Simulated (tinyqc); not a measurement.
# Worked calculation: tunnelling through a gate dielectric, WKB transmission and Tsu-Esaki current

tinyqc, about 0.02 s, one thread, Intel Xeon 2.30GHz (shared host): `OMP_NUM_THREADS=1 python tinyqc.py 2540052 2540053 out.jsonl` Printed values are rounded.

Electrons leave the emitter at x = 0. Energies E (motion across the layers) are in eV from the emitter Fermi level; the collector Fermi level lies at -V and offers states at every E. No charge in the dielectric and no image force: F1 = V/t1, U = phi1 - F1 x. With C = hbar^2/(2 m0), kappa = sqrt(m (U - E)/C) where U > E and 0 elsewhere; T(E) = exp(-S), S = 2 times the integral of kappa over x.

Values chosen for this exercise; dielectric values close to those of zirconium oxide: temperature T = 300 K; Fermi energy of the emitter above its band bottom Ef = 1 eV; emitter mass in the supply function me = 1 m0; barrier of layer 1 above the emitter Fermi level at zero bias phi1 = 1.45 eV; tunnelling mass of layer 1 m1 = 0.24 m0; thickness of layer 1 t1 = 3.3 nm; voltage across the dielectric V = 1.1 V; energy of the electron followed E = 0.09 eV; cells in each layer nc = 9; lower end of the energy grid Ea = -0.76 eV; upper end of the energy grid Eb = 0.31 eV; points of the energy grid nE = 13.

Constants: q = 1.602176634e-19 C, kB = 1.380649e-23 J/K, hbar = 1.054571817e-34 J s, m0 = 9.1093837015e-31 kg, Vt = kB T/q, hbar^2/(2 m0) = 0.0380998212 eV nm^2. Results are converted to the units shown.

## Fields and band edges

F1 = V/t1, U = phi1 - F1 x.

F1 = 3.333333 MV/cm
U at x = t1 = 0.35 eV

## WKB exponent by the midpoint rule

Cut each layer into nc equal cells, take U and kappa at the cell centres, and sum S = 2 sum kappa h.

```
cell	x (nm)	U (eV)	kappa (1/nm)
0	0.183333	1.388889	2.860422
1	0.550000	1.266667	2.722519
2	0.916667	1.144444	2.577247
3	1.283333	1.022222	2.423282
4	1.650000	0.900000	2.258846
5	2.016667	0.777778	2.081461
6	2.383333	0.655556	1.887478
7	2.750000	0.533333	1.671127
8	3.116667	0.411111	1.422236
```

S = 14.59672
T(E) = 4.578524e-7

## WKB exponent in closed form

Each layer adds (2/F) sqrt(m/C) [G(u at its left edge) - G(u at its right edge)] to S, with u = U - E (0 where negative) and G(u) = (2/3) u^1.5. The slope follows from 1/d = -dS/dE.

S = 14.59159
T(E) = 4.602075e-7
energy d over which T(E) grows by a factor e = 0.10118 eV

The midpoint rule gives S = 14.597, so its T(E) is 0.51 % below this value. The band edge stays above E through the whole stack: direct tunnelling through a trapezoid.

## Current density on a coarse energy grid

J = J0 times the integral of T(E) N(E) dE, N = ln[(1 + exp(-E/Vt))/(1 + exp((-E - V)/Vt))], J0 = q^2 me m0 kB T/(2 pi^2 hbar^3) (times 1e-4 for A/cm^2 per eV), by Simpson's rule on nE equally spaced points from Ea to Eb.

```
point	E (eV)	T(E)	N	T(E) N
0	-0.7600000	5.949001e-10	29.39811	1.748894e-8
1	-0.6708333	1.073194e-9	25.94899	2.784830e-8
2	-0.5816667	1.971525e-9	22.49987	4.435905e-8
3	-0.4925000	3.695174e-9	19.05075	7.039583e-8
4	-0.4033333	7.081998e-9	15.60163	1.104907e-7
5	-0.3141667	1.391737e-8	12.15251	1.691311e-7
6	-0.2250000	2.813969e-8	8.703555	2.449153e-7
7	-0.1358333	5.879326e-8	5.259479	3.092219e-7
8	-0.0466667	1.276632e-7	1.957396	2.498874e-7
9	0.0425000	2.903755e-7	0.1766478	5.129420e-8
10	0.1316667	6.999576e-7	0.006120229	4.283901e-9
11	0.2208333	1.822994e-6	1.950388e-4	3.555545e-10
12	0.3100000	5.344673e-6	6.197662e-6	3.312448e-11
```

J0 = 4.183657e8 A/(cm^2 eV)
J = 47.72936 A/cm^2

The integrand peaks at E = -0.136 eV among these points. A converged quadrature from -Ef to above the barrier gives 49.17 A/cm^2; this grid is 2.9 % below that.
